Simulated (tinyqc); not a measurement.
Energy conservation against the time step: molecular dynamics of a small cluster by velocity Verlet steps. Computed by tinyqc, a small Python program. Command: `OMP_NUM_THREADS=1 python tinyqc.py 3024602 3024603 out.jsonl verlet walk`. One thread of a shared host (Intel(R) Xeon(R) Processor @ 2.30GHz), about 0.08 s of CPU time with the checks.

E = sum_(i<j) phi(r_ij), phi(r) = eps [exp(-2 alpha (r - r0)) - 2 exp(-alpha (r - r0))]; the force on i is -sum_j phi'(r_ij) (R_i - R_j)/r_ij.

Inputs (values chosen for the exercise, for model atoms):
```
quantity         value        unit
length r0         2.73    angstrom
well depth eps    0.68          eV
stiffness alpha   1.97  1/angstrom
atomic mass M     32.1           u
time step dt       2.9          fs
steps              200           -
```

Potential: Morse.

starting positions (angstrom):
```
            x      y      z
atom 1  -0.04  -0.03      0
atom 2   2.72   0.01   0.02
atom 3   1.39   2.35  -0.02
atom 4   1.39   0.75   2.23
```

starting velocities (angstrom/fs):
```
               x         y         z
atom 1  -0.00089    0.0001   0.00123
atom 2  -0.00045  -0.00015  -0.00225
atom 3   0.00378  -0.00111   0.00188
atom 4  -0.00244   0.00116  -0.00086
```

Constants: 1 eV/(angstrom u) = 9.648533212e-03 angstrom/fs^2; k_B = 8.617333262e-05 eV/K.

Method:
- Relax the cluster, diagonalise the Hessian (central differences): omega_max = sqrt(c lambda_max/M). Verlet steps are stable for omega_max dt < 2.
- Velocity Verlet: a = c F/M with c = 9.648533212e-3 angstrom/fs^2 per eV/(angstrom u); R(new) = R + v dt + a dt^2/2; v(new) = v + (a + a(new)) dt/2. Kinetic energy K = M v^2/(2c); temperature T = 2K/((3N - 3) k_B), rotation of the cluster included.
- Runs without thermostat over the same span of time, steps x dt; spread = largest minus smallest value. For contrast, the energy gained over the first 30 dt (dt of the inputs) by explicit Euler steps: R(new) = R + v dt, v(new) = v + a dt.

omega_max dt = 0.231016

Energy error (eV):
```
dt (fs)  omega_max dt  Verlet, spread of U + K  Euler, gain in U + K
0.3625        0.02888               4.9439e-06               0.00480
0.7250        0.05775               1.9766e-05               0.01002
1.4500        0.11551               7.9160e-05               0.02187
2.9000        0.23102               3.1491e-04               0.05242
5.8000        0.46203               1.2569e-03               0.15187
8.7000        0.69305               2.6522e-03               0.32374
```

What does the comparison show, and why?

The Verlet error grows as dt^2.00 between the first rows, the second order of the method. Euler steps gain energy steadily: over that short span the gain in the first row is already 970 times the Verlet spread of the whole run, and it grows as dt^1.06, tending to the first order of that method as dt shrinks.

Extremes, crossings and ranges named in words are read from the listed rows.
